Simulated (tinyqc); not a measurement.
Floating body of a partially depleted SOI transistor: body voltage and kink: one step of the calculation.

Source at 0 V. Channel current Ic = 2 nf K Vt^2 [F(0) - F(Vd)](1 + la Vd), F(V) = ln^2(1 + exp((Vg - VT - nf V)/(2 nf Vt))), VT = VT0 - gb Vb. Saturation voltage Vs = 2 Vt sqrt(F(0)) + 3 Vt, excess Ve = (Vd - Vs + sqrt((Vd - Vs)^2 + 0.0004 V^2))/2, multiplication M1 = Ai Ve exp(-Bl/Ve). Each junction passes D(v) = J1 (exp(v/Vt) - 1) + J2 (exp(v/(2 Vt)) - 1). Bipolar current Ib = bb J1 (exp(Vb/Vt) - 1). The body settles where M1 (Ic + Ib) = D(Vb) + D(Vb - Vd) + Vb/Rb; drain current Id = (1 + M1)(Ic + Ib) - D(Vb - Vd).

Question. New Vb. Current into the body I_in = M1 (Ic + Ib) - D(Vb - Vd), current out I_out = D(Vb) + Vb/Rb; f = ln(I_in/I_out), s = df/dVb by central differences over 1e-5 V, Vb(new) = Vb - f/s.

Values chosen for this exercise; values of the order met in partially depleted silicon-on-insulator transistors:
- T = 358 K (temperature)
- VT0 = 0.54 V (threshold at zero body voltage)
- gb = 0.12 (fall of the threshold per volt of body voltage)
- nf = 1.43 (slope factor)
- K = 240 uA/(V^2 um) (gain factor per width)
- la = 0.07 1/V (channel-length modulation factor)
- Ai = 2.07 1/V (impact-ionisation prefactor)
- Bl = 9 V (impact-ionisation voltage)
- J1 = 2.9e-10 uA/um (diffusion saturation current of each junction)
- J2 = 2.3e-7 uA/um (recombination saturation current of each junction)
- bb = 0 (gain of the lateral bipolar transistor on the diffusion current)
- Rb = 1e9 kohm um (resistance of a weak body tie to the source (1e9 stands for no tie, and the term is then dropped))
- Vg = 0.97 V (gate voltage)
- Vd = 1.5 V (drain voltage)

Constants: q = 1.602176634e-19 C, kB = 1.380649e-23 J/K, Vt = kB T/q. Results are converted to the units shown.

Vb after iteration 1 = 0.53881943 V

Give: Ic; Ve; M1; I_in; I_out; f; s; Vb after iteration 2.

Answer.

Ic = 22.72 uA/um
Ve = 1.061 V
M1 = 4.564e-4
I_in = 0.01037 uA/um
I_out = 0.01259 uA/um
f = -0.1939
s = -30.84 1/V
Vb after iteration 2 = 0.5325 V

Range of the model: The multiplication law is an empirical form chosen for the exercise; self-heating and capacitive coupling to the body are left out, and the linear laws are rough once Vb passes about 0.7 V or M1 about 0.1.

Numbers from tinyqc (`OMP_NUM_THREADS=1 python tinyqc.py 2182191 2182192 out.jsonl`; about 0.2 s on one thread of a shared Intel Xeon 2.30GHz).
